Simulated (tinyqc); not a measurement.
## Disorder broadening of a one-dimensional band in the self-consistent Born approximation: effect of the disorder strength

The local Green function is G = g0(z - Sigma) with z = E + i eta and g0(z) = 1/(sqrt(z - 2t) sqrt(z + 2t)), principal roots; the self-energy is Sigma = D G. The density of states is -Im G/pi.

Sigma is iterated to self-consistency (retarded branch, Im Sigma < 0); first Born means Sigma = D g0(z) put once into G = g0(z - Sigma); clean means Sigma = 0.

Parameters, values chosen for the exercise: hopping t = 2 eV; bare broadening eta = 0.002 eV; energy from the band centre E = 2.401 eV.

The same in every row: DOS, clean (1/eV) = 0.09950.

Result of one run:
```
Re Sigma (eV)	Im Sigma (eV)	DOS, self-consistent (1/eV)	DOS, first Born (1/eV)
5.368e-4	-0.04687	0.09945	0.09946
```

Which variance of the random site energy D gave this result: 0.03, 0.15, 0.32 or 0.71 eV^2?

D = 0.15 eV^2.

The whole series:
```
D (eV^2)	Re Sigma (eV)	Im Sigma (eV)	DOS, self-consistent (1/eV)	DOS, first Born (1/eV)
0.013	5.780e-6	-0.004063	0.09949	0.09949
0.03	2.502e-5	-0.009377	0.09949	0.09949
0.066	1.095e-4	-0.02063	0.09949	0.09949
0.15	5.368e-4	-0.04687	0.09945	0.09946
0.32	0.002376	-0.09983	0.09931	0.09936
0.71	0.01126	-0.2200	0.09861	0.09885
1.6	0.05043	-0.4810	0.09569	0.09641
```

|Im Sigma| rises from 0.00406 to 0.481 eV, as D^(1.00) between the first two rows and D^(0.96) between the last two (the golden rule gives power 1, broadening wider than the band power 1/2). First Born is within 0.01 % of the self-consistent density of states in the first row and 0.76 % above it in the last.

Range of the model: The self-consistent Born approximation misses band tails from rare fluctuations and localisation.

tinyqc, about 0.01 s, one thread, Intel Xeon 2.30GHz (shared host): `OMP_NUM_THREADS=1 python tinyqc.py 2720029 2720030 out.jsonl`
